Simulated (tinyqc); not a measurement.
Three-level Kane dispersion of a narrow-gap semiconductor, step by step. Values are carried at full precision from step to step, so a last printed digit may differ when a step is redone from the rounded ones.

Zero of energy at Gamma8, c = hbar^2/2m0, P^2 = Ep c. The free-electron term and remote bands are left out, so the heavy holes are flat at E = 0 and the other three bands obey E (E - Eg)(E + Dso) = P^2 k^2 (E + 2 Dso/3). The conduction band is the highest root; its edge is Ec = max(Eg, 0).

Constants: hbar^2/2m0 = 3.80998211 eV angstrom^2; hbar = 6.58211957e-16 eV s; e^2/(4 pi eps0) = 14.39964547 eV angstrom; muB = 5.788381798e-05 eV/T.

Parameters, chosen for this exercise (near those of InSb; shifted at random, so the results belong to these values and not to a real crystal): Eg = 0.238 eV (E(Gamma6) - E(Gamma8)); Dso = 0.84 eV (spin-orbit splitting); Ep = 23.4 eV (Kane energy); k = 0.026 1/angstrom (wave vector); n = 1.5e+18 cm^-3 (electron density); eps = 16.1 (high-frequency dielectric constant); B = 3.6 T (magnetic field).

## The three bands at one k

Expand the equation into E^3 + a2 E^2 + a1 E + a0 = 0 and give its roots; compare with the two-level form (Dso to infinity) E = Eg/2 +/- sqrt(Eg^2/4 + (2/3) P^2 k^2).

P^2 k^2 = 0.060268 eV^2

a2, a1, a0: 0.602000  -0.260188  -0.033750

roots (eV): -0.8591  -0.1077  0.3648

two-level form (eV): -0.1141  0.3521

The two-level form misses the highest root by -12.7 meV. The order is normal: Gamma6 forms the conduction band.

## Mass at the edge and limiting velocity

m0* = Eg (Eg + Dso)/(Ep (Eg + 2 Dso/3)). In the two-level form the velocity tends to v = sqrt(2/3) P/hbar, and |Eg| = 2 m v^2 with m = 3 |Eg|/(2 Ep), as for a relativistic particle. 1 angstrom = 1e-10 m.

m0* = 0.01374 m0
P = 9.4421 eV angstrom
v = 1.171e+06 m/s
k at which the linear part sets in, |Eg|/(2 hbar v) = 0.01544 1/angstrom

## Fermi level and mass at a given density

Degenerate electrons at T = 0: kF = (3 pi^2 n)^(1/3), 1 cm^-3 = 1e-24 angstrom^-3; EF is the highest root at kF. The momentum (cyclotron, optical) mass is m(E) = hbar^2 k/(dE/dk) = c d(k^2)/dE with d(k^2)/dE = k^2 [1/E + 1/(E - Eg) + 1/(E + Dso) - 1/(E + 2 Dso/3)]; the density of states is k d(k^2)/dE/(2 pi^2).

Edge mass m0* = Eg (Eg + Dso)/(Ep (Eg + 2 Dso/3)).

Compare EF - Ec with the parabolic value c kF^2/m0*.

kF = 0.03541 1/angstrom
EF - Ec = 0.1995 eV
parabolic value = 0.3478 eV
m(EF) = 0.03382 m0
m(EF)/m0* = 2.461
density of states at EF = 1.592e+19 1/(eV cm^3)

The parabola overstates EF - Ec by a factor of 1.74; (EF - Ec)/|Eg| = 0.84, and the two-level rule 1 + 2 (EF - Ec)/|Eg| = 2.677 estimates the mass ratio.

## Plasma and cyclotron energies

hbar wp = sqrt(8 pi c (e^2/4 pi eps0) n/(eps m)), hbar wc = 2 muB B/m (classical limit), with m = m(EF) and, for comparison, the edge mass; n in angstrom^-3.

hbar wp with m(EF), with m0* (meV): 61.63  96.69

hbar wc with m(EF), with m0* (meV): 12.32  30.33

EF - Ec = 199.5 meV is 16 times hbar wc, so the classical value applies.

## Checks

- Roots of the cubic against the 8 x 8 Kane matrix without remote terms: they agree to 1e-10 or better.
- m(E) near the edge against m0*: both 0.01374.

(tinyqc, `OMP_NUM_THREADS=1 python tinyqc.py 1080718 1080719 out.jsonl`, Intel(R) Xeon(R) Processor @ 2.30GHz, 1 thread, shared host, about 0.01 s.)
